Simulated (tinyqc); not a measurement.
Decay of LO phonons and the hot-phonon bottleneck in the cooling of electrons: one step, computed by the program tinyqc. Command: `OMP_NUM_THREADS=1 python tinyqc.py 3027637 3027638 out.jsonl hotphonon walk`. One thread of a shared host (Intel(R) Xeon(R) Processor @ 2.30GHz), about 0.01 s of CPU time with the checks.

n(E, T) = 1/(exp(E/(k_B T)) - 1) is the Bose occupation. Electrons have a temperature T_e; the LO modes within their reach share one occupation N; the decay products stay at the lattice temperature.

Problem. Lifetime and Raman width. Decay rate 1/tau = (1/tau_0) [1 + n(f hbar omega) + n((1 - f) hbar omega)]. Full width Gamma = 1/(2 pi c tau) in 1/cm, c in cm/s.

Inputs (values chosen for the exercise, modelled on indium arsenide):
```
quantity                                     value  unit
LO energy hbar omega                          30.9   meV
lifetime at T = 0, tau_0                       7.1    ps
share f of the energy in the softer product    0.2     -
lattice temperature T                          150     K
```

Decay channel: two unequal phonons (Ridley).

Constants: k_B = 8.617333262e-05 eV/K; c = 299792458 m/s.

Give: thermal factor tau_0/tau; phonon lifetime tau; Raman width Gamma; equilibrium LO occupation N_0.

Solution.

thermal factor tau_0/tau = 2.8046

phonon lifetime tau = 2.5316 ps

Raman width Gamma = 2.0971 1/cm

equilibrium LO occupation N_0 = 0.10081

Stimulated decay shortens the lifetime by 64 %.
